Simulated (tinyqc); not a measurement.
Inside a calculation. Method: tight binding, honeycomb lattice. One step of it, computed by the program tinyqc.

Problem. Levels at k. Diagonalise the Hermitian matrix.

H(k) at k (eV):
```
                     A                    B
A             0.000000  -1.604220-1.804463i
B  -1.604220+1.804463i             0.000000
```

Give: eigenvalues; weights |c|^2 of the basis functions.

Solution.

eigenvalues (eV): -2.4145  2.4145

weights |c|^2 of the basis functions:
```
   band 1  band 2
A  0.5000  0.5000
B  0.5000  0.5000
```
